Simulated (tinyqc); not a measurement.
Order-disorder in a binary alloy on two sublattices: Bragg-Williams and pair (quasi-chemical) approximations: one step, computed by the program tinyqc. Command: `OMP_NUM_THREADS=1 python tinyqc.py 3025352 3025353 out.jsonl order walk`. One thread of a shared host (Intel(R) Xeon(R) Processor @ 2.30GHz), about 0.01 s of CPU time with the checks.

All z = 6 neighbours of a site lie on the other sublattice. B fills the sublattices with x + eta/2 and x - eta/2; energies are per site, from the pure components: u = -z w y with y the probability of an A-B bond taken in one order.

Task: Critical temperatures. Bragg-Williams: k_B T_c = 2 z w x (1 - x). Pair approximation at x = 1/2: k_B T_c = w/ln(z/(z - 2)).

Inputs (values chosen for the exercise, for a model alloy): ordering energy w = (e_AA + e_BB)/2 - e_AB = 15.3 meV; fraction x of B = 0.5.

Lattice: simple cubic (z = 6).

Constants: k_B = 8.617333262e-05 eV/K.

Give: T_c, Bragg-Williams; T_c, pair approximation at x = 1/2.

Result:

T_c, Bragg-Williams = 532.6 K

T_c, pair approximation at x = 1/2 = 437.9 K

At x = 1/2 the pair value is 0.822 of the Bragg-Williams one; the ratio tends to 1 as z grows.
